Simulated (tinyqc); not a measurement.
Inside a calculation (part 2 of 2). Method: UHF in the 3-21g basis, for H2, spin multiplicity 1. Computed by tinyqc, a small Python program that keeps every step (integrals from PySCF). Command: `OMP_NUM_THREADS=1 python tinyqc.py 21453 21454 out.jsonl` (the two numbers bound the seeds that draw the settings). One thread of a shared host (Intel(R) Xeon(R) Processor @ 2.60GHz), about 0.1 s of CPU time with the checks.

Geometry (angstrom):
```
atom         x         y         z
H     0.000000  0.000000  0.000000
H     0.000000  0.000000  1.250000
```

## Convergence

Stop when the energy changes by less than 1e-08 hartree and every element of the error matrix X^T (F D S - S D F) X (for each spin) is below 3e-05.

Course of the cycle:
```
iteration  E (hartree)     change  largest element of the error matrix
1          -0.97748083          -                             1.27e-01
2          -1.03614821  -5.87e-02                             3.00e-02
3          -1.04048916  -4.34e-03                             7.01e-03
4          -1.04211075  -1.62e-03                             4.06e-03
5          -1.04285032  -7.40e-04                             1.64e-03
6          -1.04298012  -1.30e-04                             4.80e-04
7          -1.04300542  -2.53e-05                             9.16e-05
8          -1.04300655  -1.12e-06                             1.26e-06
9          -1.04300655  -2.16e-10                             2.47e-08
```

PySCF UHF in the same basis, after a stability check = -1.04300655 hartree

Converged in 9 iterations.

## Populations, bond orders and dipole

D(alpha) after iteration 9, order 1H 1s, 1H 2s, 2H 1s, 2H 2s:
$$\begin{pmatrix}
0.086501 & 0.164842 & 0.044621 & 0.071236 \\
0.164842 & 0.314134 & 0.085033 & 0.135752 \\
0.044621 & 0.085033 & 0.023018 & 0.036747 \\
0.071236 & 0.135752 & 0.036747 & 0.058665
\end{pmatrix}$$

D(beta) after iteration 9, order 1H 1s, 1H 2s, 2H 1s, 2H 2s:
$$\begin{pmatrix}
0.023018 & 0.036747 & 0.044621 & 0.085033 \\
0.036747 & 0.058665 & 0.071236 & 0.135752 \\
0.044621 & 0.071236 & 0.086501 & 0.164842 \\
0.085033 & 0.135752 & 0.164842 & 0.314134
\end{pmatrix}$$

overlap S, order 1H 1s, 1H 2s, 2H 1s, 2H 2s:
$$\begin{pmatrix}
1.000000 & 0.645899 & 0.084915 & 0.277834 \\
0.645899 & 1.000000 & 0.277834 & 0.599844 \\
0.084915 & 0.277834 & 1.000000 & 0.645899 \\
0.277834 & 0.599844 & 0.645899 & 1.000000
\end{pmatrix}$$

Mulliken: Z minus the diagonal of D S on the atom; Loewdin: the same with S^(1/2) D S^(1/2); Mayer order: 2 sum_s sum (D(s) S)_ij (D(s) S)_ji over the two atoms.

Charges (e):
```
atom  Mulliken  Loewdin  Mulliken spin
1H           0        0       0.484426
2H           0        0      -0.484426
```

Mayer bond orders:
```
pair     order
2-1   0.765331
```

dipole moment about the origin, x y z (debye): [0.000000, 0.000000, 0.000000]

<S^2> of the determinant (pure state: 0) = 0.176352
